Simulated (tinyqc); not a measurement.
Octagonal on-chip spiral inductor, lumped pi model: one step of the calculation.

Outer diameter do = di + 2 n wd + 2 (n - 1) sp, mean da = (do + di)/2, fill p = (do - di)/(do + di), length l = 3.314 n da. L = 2.25 mu0 n^2 da/(1 + 3.55 p), mu0 = 4 pi 1e-7 H/m. Rs = rho l/(wd delta (1 - exp(-th/delta))), delta = sqrt(rho/(pi f mu0)). Cs = n wd^2 eps0 eo/hu across the coil. At each end Cox = l wd eps0 eo/(2 ho) leads to the substrate branch Rsi = 2 rs he/(l wd) in parallel with Csi = l wd eps0 11.7/(2 he). With one end grounded Y = 1/(Rs + i w L) + i w Cs + 1/[1/(i w Cox) + 1/(1/Rsi + i w Csi)], w = 2 pi f; Q = -Im Y/Re Y. Eddy currents in neighbouring turns and in the substrate are left out.

Question. Admittance, quality factor and apparent inductance. Series branch 1/(Rs + i w L), substrate branch, total Y, Q = -Im Y/Re Y, apparent inductance Im(1/Y)/w, metal-only value w L/Rs, share of the loss in the substrate Re(substrate branch)/Re Y.

Parameters, values chosen for the exercise: frequency f = 3.2 GHz.

L = 1.2240718 nH
Rs = 1.7811045 ohm
Cs = 14.941442 fF
Cox = 24.933558 fF
Rsi = 5666.6695 ohm
Csi = 18.281285 fF

Find: series branch; substrate branch; Y; Q; apparent inductance; w L/Rs; share of the loss in the substrate.

Answer.

series branch = 2.93-40.42i mS
substrate branch = 0.0564+0.2235i mS
Y = 2.98-39.90i mS
Q = 13.38
apparent inductance = 1.240 nH
w L/Rs = 13.82
share of the loss in the substrate = 1.892 %

Q is 96.8 % of the metal-only value.

Computed by the program tinyqc: `OMP_NUM_THREADS=1 python tinyqc.py 2302028 2302029 out.jsonl`, one thread of a shared Intel Xeon 2.30GHz, about 0.01 s for the whole run.
